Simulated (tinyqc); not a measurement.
# CMOS inverter, nodal equation and switching: effect of the n-channel threshold

An n-channel pull-down (bn, VTn) and a p-channel pull-up (bp, VTp) share the input Vin and the output node Vout, which carries the load C. Transistor (EKV form, voltages against the body): I = 2 n b Vt^2 [F(vp - Vs) - F(vp - Vd)] from drain to source, F(v) = ln^2(1 + exp(v/(2 Vt))), vp = (Vg - VT + sg |Vd - Vs|)/n. n-channel bodies are at 0; for the p-channel device all voltages are counted down from Vdd. b in uA/V^2 gives I in uA. Static: In = Ip. Transient: C dVout/dt = Ip - In. No velocity saturation, no gate capacitance beyond C.

VM solves In = Ip with Vin = Vout; VIL and VIH are the inputs of gain -1, NML = VIL - Vout(VIH), NMH = Vout(VIL) - VIH. For a step input the delay to Vdd/2 is tHL = C times the integral of dV/(In - Ip) from Vdd/2 to Vdd at Vin = Vdd, and tLH likewise with Ip - In from 0 to Vdd/2 at Vin = 0.

Values chosen for this exercise: temperature T = 273 K; supply voltage Vdd = 1.2 V; slope factor n = 1.39; drain-induced barrier lowering sg = 0.025; p-channel threshold (magnitude) VTp = 0.34 V; gain factor of the pull-down transistor bn = 420 uA/V^2; gain factor of the pull-up transistor bp = 420 uA/V^2; load capacitance C = 3.2 fF.

Constants: q = 1.602176634e-19 C, kB = 1.380649e-23 J/K, Vt = kB T/q. Results are converted to the units shown.

Effect of the n-channel threshold:

| VTn (V) | VM (V) | gain at VM | NML (V) | NMH (V) | tHL (ps) | tLH (ps) |
|---|---|---|---|---|---|---|
| 0.15 | 0.5073 | -39.99 | 0.3367 | 0.5267 | 11.11 | 16.33 |
| 0.2 | 0.5317 | -40.00 | 0.3717 | 0.5117 | 12.19 | 16.33 |
| 0.25 | 0.5561 | -40.00 | 0.4067 | 0.4967 | 13.46 | 16.32 |
| 0.3 | 0.5805 | -40.00 | 0.4415 | 0.4815 | 14.95 | 16.32 |
| 0.35 | 0.6049 | -40.00 | 0.4762 | 0.4662 | 16.70 | 16.32 |
| 0.4 | 0.6293 | -40.00 | 0.5107 | 0.4507 | 18.79 | 16.32 |
| 0.45 | 0.6537 | -40.00 | 0.5449 | 0.4349 | 21.30 | 16.32 |
| 0.5 | 0.6780 | -40.00 | 0.5788 | 0.4188 | 24.35 | 16.32 |

As VTn goes from 0.15 to 0.5 V, VM rises from 0.507 to 0.678 V, the size of the gain stays near 40.0, tHL rises from 11.1 to 24.3 ps and tLH stays near 16.3 ps. The smaller margin is largest, 0.466 V, at VTn = 0.35 V among the rows. In every row the overdrive passes 0.5 V, where velocity saturation, left out here, would lengthen the delays of short devices.

Numbers from tinyqc (`OMP_NUM_THREADS=1 python tinyqc.py 2340008 2340009 out.jsonl`; about 0.03 s on one thread of a shared Intel Xeon 2.30GHz).
